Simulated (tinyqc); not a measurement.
Hot electrons in a saturated n-channel MOSFET, lucky-electron model: one step of the calculation.

Beyond pinch-off the lateral field grows as Esat cosh(y/l) over the velocity-saturated region (pseudo-two-dimensional model). Impact ionisation in this region gives the substrate current, which biases the body forward through Rsub. Currents are per width. Local-field laws: they overstate ionisation when the field peak is narrower than an energy relaxation length.

Task. Length and field scales. Cox = 3.9 eps0/tox, l = sqrt(3 tox xj), Esat = 2 vs/mu.

Values chosen for this exercise; values close to those of silicon n-channel devices: channel length L = 0.5 um; oxide thickness tox = 13 nm; junction depth xj = 150 nm; effective mobility mu = 340 cm^2/(V s); saturation velocity vs = 7.7e6 cm/s.

Constants: eps0 = 8.8541878128e-14 F/cm where lengths are in cm. Results are converted to the units shown.

Wanted: Cox; l; Esat; Esat L.

Result.

Cox = 0.2656 uF/cm^2
l = 76.49 nm
Esat = 0.04529 MV/cm
Esat L = 2.265 V

tinyqc, about 0.01 s, one thread, Intel Xeon 2.30GHz (shared host): `OMP_NUM_THREADS=1 python tinyqc.py 2550104 2550105 out.jsonl`
